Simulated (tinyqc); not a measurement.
# Composition from the perpendicular lattice constant

Problem. The layer is x parts of the first compound and 1 - x of the second, grown coherently on the second as substrate and barrier. Rows of the table: lattice constant a, average valence level Ea on an absolute scale, spin-orbit splitting so, gaps at Gamma, X and L, hydrostatic deformation potentials av and ac (Gamma), shear potential b, elastic constants, electron and heavy-hole (along z) masses. All are interpolated linearly in x; gaps get -C x (1 - x), taken wholly in the conduction band; real line-ups can differ from this model by 0.1 eV or more. In-plane strain e = (a_substrate - a)/a, e_z = -2 (c12/c11) e, volume change 2 e + e_z. X-ray diffraction gives a_z = a (1 + e_z) of the coherent layer. Find x, e and the relaxed Gamma gap.

Inputs (values chosen for the exercise):
- CG = 0.477 eV (bowing of the Gamma gap)
- CX = 1.4 eV (bowing of the X gap)
- CL = 0.33 eV (bowing of the L gap)

Binary compounds, values chosen for the exercise:

|  | close to InAs | close to GaAs |
|---|---|---|
| a (angstrom) | 6.058 | 5.653 |
| Ea (eV) | -6.67 | -6.92 |
| so (eV) | 0.385 | 0.345 |
| EG (eV) | 0.35 | 1.41 |
| EX (eV) | 1.37 | 1.9 |
| EL (eV) | 1.08 | 1.69 |
| av (eV) | 1.01 | 1.15 |
| ac (eV) | -5.08 | -7.25 |
| b (eV) | -1.8 | -1.71 |
| c11 (GPa) | 83.2 | 118 |
| c12 (GPa) | 45.6 | 54.6 |
| me (m0) | 0.0228 | 0.0672 |
| mh (m0) | 0.334 | 0.349 |

lattice constant along the growth direction = 5.74730340 angstrom

Answer. a_z changes steadily with x, about (1 + 2 c12/c11) times as fast as the relaxed lattice constant, so one composition matches.

x = 0.1200
e = -0.8524 %
relaxed Gamma gap = 1.232 eV

Numbers from tinyqc (`OMP_NUM_THREADS=1 python tinyqc.py 2690113 2690114 out.jsonl`; about 0.01 s on one thread of a shared Intel Xeon 2.30GHz).
